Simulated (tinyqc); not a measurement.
Density of states of one tight-binding band on the simple cubic lattice: sweeps and comparisons. A value that a table varies takes the place of the one given here.

E(k) = -2 t (c1 + c2 + c3) - 4 t2 (c1 c2 + c2 c3 + c3 c1) with ci = cos(2 pi ki); k in fractions of the reciprocal vectors, mesh k_i = j/N with j = 0 .. N-1. Densities are per cell and per spin, so the band holds one state.

Each cube of the mesh, corners numbered 0 to 7 as the binary number (i j l), is cut into six tetrahedra around the diagonal 0-7: 0137, 0157, 0237, 0267, 0457, 0467. For corner energies e1 <= e2 <= e3 <= e4 and eij = ei - ej, the share of the tetrahedron below E is n = (E - e1)^3/(e21 e31 e41) for e1 < E < e2; n = [e21^2 + 3 e21 x + 3 x^2 - (e31 + e42) x^3/(e32 e42)]/(e31 e41) with x = E - e2 for e2 < E < e3; n = 1 - (e4 - E)^3/(e41 e42 e43) for e3 < E < e4; its density of states is g = dn/dE.

Gaussian broadening: g(E) = mean over the mesh of exp(-(E - E_k)^2/(2 sigma^2))/(sigma sqrt(2 pi)), n(E) = mean of erfc((E_k - E)/(sigma sqrt 2))/2.

Parameters, chosen for this exercise: t = 0.46 eV (nearest hopping); t2 = 0 eV (second hopping); N2 = 10 (mesh points along each axis in this comparison); sigma = 0.092 eV (Gaussian width); E = 1.29 eV (energy at which the density is wanted).

## Three ways to the same curve

N = N2 here; the reference is the linear method with N = 36.

g(E) (1/eV):
```
E (eV)  reference  linear tetrahedra  Gaussian, sigma  Gaussian, sigma/4  reference n(E)
-2.257      0.067              0.060            0.057              0.080           0.021
-1.756      0.114              0.111            0.117              0.318           0.065
-1.254      0.181              0.182            0.224              0.056           0.138
-0.752      0.314              0.331            0.432              1.378           0.265
-0.250      0.311              0.321            0.483              0.482           0.422
0.252       0.311              0.322            0.484              0.545           0.578
0.753       0.314              0.331            0.432              1.356           0.735
1.255       0.181              0.182            0.224              0.054           0.862
1.757       0.113              0.111            0.118              0.328           0.935
2.259       0.066              0.059            0.057              0.073           0.979
```

Root-mean-square errors against the reference: 0.0095 for linear tetrahedra, 0.0956 for sigma and 0.4921 for sigma/4. The narrow Gaussian is worse than the wide one, because it resolves the separate mesh levels. The reference is highest at -0.752 and 0.753 eV of the energies listed, and half filling lies between -0.250 and 0.252 eV.

## Convergence with the mesh

At the energy E; the plain count is the share of mesh points below E; the reference is the linear method with N = 36.

Results:
```
N   points  g linear  n linear  g Gaussian  n Gaussian  n plain count
4       64    0.1734    0.9150      0.0003      0.8906         0.8906
6      216    0.1653    0.8886      0.1743      0.8578         0.8472
8      512    0.1727    0.8791      0.2318      0.8614         0.8418
12    1728    0.1729    0.8732      0.2433      0.8671         0.8791
16    4096    0.1748    0.8708      0.1817      0.8678         0.8684
20    8000    0.1737    0.8698      0.1712      0.8672         0.8686
```

reference n and g: 0.8685  0.1749

The linear n(E) stays within 0.002 of the reference from N = 20 on. The Gaussian g still moves by more than 1 % between the last two meshes. At the last mesh it lies -0.004 1/eV from the reference g and the linear g -0.001. The plain count errs by +0.0001 at the last mesh.

## Critical points

The gradient vanishes at these points by symmetry; the signs of the eigenvalues of the second-derivative matrix give the type.

Critical points:
```
point                k   E (eV)  positive  negative     type
Gamma        (0, 0, 0)  -2.7600         3         0  minimum
X          (0.5, 0, 0)  -0.9200         2         1   saddle
M        (0.5, 0.5, 0)   0.9200         1         2   saddle
R      (0.5, 0.5, 0.5)   2.7600         0         3  maximum
```

Gamma is a minimum at -2.760 eV: its contribution to g starts as a square root. X is a saddle at -0.920 eV: g has a square-root kink there. M is a saddle at 0.920 eV: g has a square-root kink there. R is a maximum at 2.760 eV: its contribution to g ends as a square root.

## What moves the count of states

Linear method and Gaussian sum with N = 14. Each row changes one parameter from the base and keeps the others.

Results:
```
case              n linear  g linear (1/eV)  n Gaussian  g Gaussian (1/eV)
base                0.8717           0.1734      0.8682             0.2027
t = 0.506 eV        0.8501           0.1790      0.8425             0.1932
E = 1.336 eV        0.8795           0.1665      0.8769             0.1728
sigma = 0.184 eV    0.8717           0.1734      0.8648             0.1820
t2 = 0.023 eV       0.8774           0.1962      0.8738             0.2134
```

The largest shifts from the base row, up to three for each result and ties (the steps differ in size, so this ranks the rows, not the parameters). n linear: t -0.0216, E +0.0078, t2 +0.0057; unchanged at the printed digits by sigma. g linear (1/eV): t2 +0.0228, E -0.0069, t +0.0056; unchanged at the printed digits by sigma. n Gaussian: t -0.0258, E +0.0087, t2 +0.0056. g Gaussian (1/eV): E -0.0299, sigma -0.0207, t2 +0.0107.

Program tinyqc; command `OMP_NUM_THREADS=1 python tinyqc.py 1651204 1651205 out.jsonl`; about 0.2 s on one thread of a shared Intel(R) Xeon(R) Processor @ 2.30GHz.
